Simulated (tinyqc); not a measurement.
A particle near a wafer in liquid: double-layer and van der Waals forces (DLVO), deposition barrier and removal: one step, computed by the program tinyqc.

Sphere and flat wall, Derjaguin approximation, constant potentials in the linear-superposition form, no retardation and no hydration force.

Problem. Energy and force at one gap. U(h) = Z R exp(-kappa h) - A R/(6 h); F(h) = -dU/dh = kappa Z R exp(-kappa h) - A R/(6 h^2), positive for repulsion.

Inputs (values chosen for the exercise, of the order of those for silica on silicon in water): particle radius R = 12 nm; Hamaker constant A = 1.3e-20 J; temperature T = 293 K; gap h = 1 nm.

Z = 1.360103 pN

kappa = 0.04017996 1/nm

Constants: k_B = 1.380649e-23 J/K.

Give: double-layer energy; van der Waals energy; U(h); F(h).

Solution.

double-layer energy = 3.8757 k_B T

van der Waals energy = -6.4272 k_B T

U(h) = -2.5515 k_B T

F(h) = -25.370 pN

Caution: kappa R is not large, so the Derjaguin approximation is only rough at gaps of the order of the Debye length. Caution: for kappa h below 1 linear superposition is only rough, and charge regulation matters.
